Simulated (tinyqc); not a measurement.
Active against total: solid solubility of a dopant against its melt (retrograde solidus), clustering and the electrically active fraction. Computed by tinyqc, a small Python program. Command: `OMP_NUM_THREADS=1 python tinyqc.py 3023102 3023103 out.jsonl retro walk`. One thread of a shared host (Intel(R) Xeon(R) Processor @ 2.30GHz), about 0.01 s of CPU time with the checks.

Inputs (values chosen for the exercise, for a model dopant):

| quantity | value | unit |
|---|---|---|
| atoms per cluster m | 2 | - |
| cluster scale N* at 1273 K | 2.4e+20 | 1/cm^3 |
| activation energy E_b of the cluster scale | 0.56 | eV |
| anneal temperature T_a | 1050 | K |

Clustering: clusters of m atoms, electrons left out.

Constants: k_B = 8.617333262e-05 eV/K.

Method. A highly soluble donor (another dopant than that of the solidus) is limited by clustering. Donors N_a are active, and clusters hold m atoms each: N_t = N_a + m C, m C = N* (N_a/N*)^m, with N*(T) = N*(1273 K) exp[-(E_b/k_B)(1/T - 1/1273)].

Active density (1/cm^3):

| N_t (1/cm^3) | N_a at T_a | fraction | N_a at T_a + 150 K | N_a at T_a - 150 K |
|---|---|---|---|---|
| 1.00e+19 | 9.0016e+18 | 0.90016 | 9.4883e+18 | 7.8630e+18 |
| 3.00e+19 | 2.3307e+19 | 0.77690 | 2.6122e+19 | 1.8355e+19 |
| 1.00e+20 | 5.8227e+19 | 0.58227 | 7.1192e+19 | 4.1234e+19 |
| 2.00e+20 | 9.3132e+19 | 0.46566 | 1.1922e+20 | 6.2966e+19 |
| 5.00e+20 | 1.6491e+20 | 0.32983 | 2.2139e+20 | 1.0668e+20 |
| 1.00e+21 | 2.4719e+20 | 0.24719 | 3.4060e+20 | 1.5624e+20 |
| 2.00e+21 | 3.6435e+20 | 0.18218 | 5.1170e+20 | 2.2652e+20 |
| 5.00e+21 | 5.9775e+20 | 0.11955 | 8.5405e+20 | 3.6615e+20 |

What follows from these numbers?

The exponent d ln N_a/d ln N_t falls from 0.87 to 0.54, towards 1/m = 0.500. At the highest dose a 150 K hotter anneal gives 1.43 times the active density, and a later step 150 K cooler would cut it to 0.61 if it ran to equilibrium: short hot anneals come last. For ionised donors far above n_i the electrons enter the mass action too and halve the limiting exponent.

Extremes, crossings and ranges named in words are read from the listed rows.
